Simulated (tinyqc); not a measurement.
Worked calculation: admittance spectroscopy and thermally stimulated current of one trap level in a depletion layer. Computed by tinyqc, a small Python program that keeps every step. Command: `OMP_NUM_THREADS=1 python tinyqc.py 3111998 3111999 out.jsonl admit walk`. One thread of a shared host (Intel(R) Xeon(R) Processor @ 2.30GHz), about 0.01 s of CPU time with the checks. Intermediate numbers are printed to about 6 digits and carried at full precision; extremes and crossings named in words are read from the listed rows.

A Schottky junction on n-type material holds one donor-like electron trap; shallow donors are fully ionised and abrupt depletion edges are assumed.

Inputs (values chosen for the exercise, modelled on n-type GaAs):
```
quantity,value,unit
dielectric constant eps,12.8,-
density-of-states mass m,0.0651,m_0
shallow doping N,1.2e+16,1/cm^3
trap density N_t,1.3e+15,1/cm^3
trap depth E_t below the band,0.556,eV
capture cross section sigma,6.4e-16,cm^2
band bending V_b,0.87,V
test frequency f,500000,Hz
heating rate beta,0.82,K/s
```

Constants: k_B = 1.380649e-23 J/K; m_0 = 9.1093837015e-31 kg; h = 6.62607015e-34 J s; k_B = 8.617333262e-05 eV/K; eps_0 = 8.8541878128e-12 F/m; e = 1.602176634e-19 C.

## Temperature of the peak

N_c = 2 (2 pi m k_B T/h^2)^(3/2), v_th = sqrt(3 k_B T/m), emission rate e_n = sigma v_th N_c exp(-E_t/(k_B T)). Where the level crosses the Fermi level capture equals emission, so the trap follows the signal with the rate 2 e_n; G/omega peaks at omega = 2 e_n (the correction for large N_t/N is left out). Solve 2 e_n(T_p) = 2 pi f.

peak temperature T_p = 619.813 K

N_c at T_p = 1.23780e+18 1/cm^3

e_n at T_p = 1.57080e+06 1/s

E_c - E_F = k_B T_p ln(N_c/N) = 0.247625 eV

## The capacitance step

With E_c - E_F = k_B T_p ln(N_c/N): lambda = sqrt(2 eps eps_0 (E_t - (E_c - E_F))/(e^2 N)); traps are empty and charged for x < x_t = w - lambda, and V_b = e (N w^2 + N_t x_t^2)/(2 eps eps_0). High frequency: C_hf = eps eps_0/w. Low frequency: C_lf = eps eps_0 (N + N_t)/(N w + N_t x_t).

lambda = 190.673 nm

depletion width w = 317.531 nm

crossing point x_t = 126.858 nm

C_hf = 35.6922 nF/cm^2

C_lf = 37.9177 nF/cm^2

step (C_lf - C_hf)/C_hf = 0.0623539

small-N_t estimate (N_t/N)(lambda/w) = 0.0650526

Reading N_t/N straight from the step would give 0.0624 against the true 0.108: the factor lambda/w must be known.

## Scan in temperature at fixed frequency

With x = omega/(2 e_n): C = C_hf + (C_lf - C_hf)/(1 + x^2), G/omega = (C_lf - C_hf) x/(1 + x^2); C_hf and C_lf are held at their values at T_p.

Admittance:
```
T (K),omega/(2 e_n),C (nF/cm^2),G/omega (nF/cm^2)
545.4,5.34452,35.7675,0.40233
570.2,2.92298,35.9254,0.68162
588.8,1.91737,36.1681,0.91252
607.4,1.28813,36.5291,1.07804
619.8,1.00025,36.8047,1.11277
632.2,0.78384,37.0707,1.08057
650.8,0.55254,37.3972,0.94209
675.6,0.35631,37.6670,0.70365
706.6,0.21424,37.8201,0.45587
```

The peak of G/omega is half the step, 1.11 nF/cm^2. Its full width is near 2 ln(2 + sqrt3) k_B T_p^2/(E_t + 2 k_B T_p) = 131.6 K.

## Arrhenius plot

T_p for 0.1, 0.3, 1, 3 and 10 f; least-squares lines of ln(e_n/T^2) and of ln(e_n) against 1/(k_B T), e_n = pi f; sigma = exp(intercept)/(v_th N_c/T^2).

Peaks:
```
f (Hz),T_p (K),1/(k_B T) (1/eV),ln(e_n/T^2),ln(e_n)
5.00e+04,521.691,22.2440,-0.54964,11.9645
1.50e+05,564.625,20.5526,0.39080,13.0631
5.00e+05,619.813,18.7226,1.40826,14.2671
1.50e+06,679.520,17.0775,2.32293,15.3657
5.00e+06,758.165,15.3060,3.30788,16.5697
```

depth from e_n/T^2 = 0.556 eV

cross section from the intercept = 6.40e-16 cm^2

depth without the T^2 = 0.663522 eV

Leaving out T^2 adds 108 meV, near 2 k_B T_p = 107 meV.

## Thermally stimulated current

Thermally stimulated current without retrapping: filled share n(T) = exp(-(1/beta) int e_n dT), current proportional to e_n n; the peak obeys beta (E_t/(k_B T^2) + 2/T) = e_n(T). The integral starts at 0.5 T_m and uses 4000 trapezoid steps to 1.2 T_m. Chen's first-order estimate from the full width W = T_2 - T_1 between the half-height points: E = 2.52 k_B T_m^2/W - 2 k_B T_m.

peak temperature T_m = 254.731 K

lower half-height T_1 = 242.090 K

upper half-height T_2 = 263.857 K

filled share at T_m = 0.392223

E_t/(k_B T_m) = 25.3292

symmetry factor (T_2 - T_m)/(T_2 - T_1) = 0.419281

depth by Chen's formula = 0.603455 eV

The slow ramp empties the trap at 255 K, far below the admittance peak at 620 K, since the rate asked for is 0.088 per second instead of 1.6e6. Chen's formula, made for a constant prefactor, gives 47 meV more than E_t.

Checks made by the program: C_lf against dQ/dV by differences (relative difference below 1e-10); depth recovered (relative difference below 1e-10); peak of the integrated curve (relative difference 3e-05).
